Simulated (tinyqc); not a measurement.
Dopants and charged point defects at anneal temperature: Fermi-level effect, clustering and pairing: one step, computed by the program tinyqc.

Boltzmann statistics and full ionisation of active dopants. Energies are counted from the valence band; the defect (a vacancy or self-interstitial) has five charge states, with all degeneracy factors one.

Task: The host at the anneal temperature. E_g = E_g0 - alpha T^2/(T + beta). N_c = 2 M_c (2 pi m_e k_B T/h^2)^(3/2) and N_v = 2 (2 pi m_h k_B T/h^2)^(3/2), masses in units of m_0. n_i = sqrt(N_c N_v) exp(-E_g/2 k_B T); E_i = E_g/2 + (k_B T/2) ln(N_v/N_c).

Inputs (values chosen for the exercise, with bands modelled on silicon): gap at 0 K E_g0 = 1.19 eV; Varshni alpha = 0.000481 eV/K; Varshni beta = 653 K; electron mass m_e = 0.316 m_0; valleys M_c = 6; hole mass m_h = 0.781 m_0; anneal temperature T = 960 K.

Dopant: acceptor. Second part: clustering of the dopant.

Constants: m_0 = 9.1093837015e-31 kg; k_B = 1.380649e-23 J/K; h = 6.62607015e-34 J s; k_B = 8.617333262e-05 eV/K.

Give: E_g; k_B T; n_i; E_i; effective density of states N_b of the majority band.

Result:

E_g = 0.91518 eV

k_B T = 0.082726 eV

n_i = 4.8797e+17 cm^-3

E_i = 0.43962 eV

effective density of states N_b of the majority band = 9.9146e+19 cm^-3
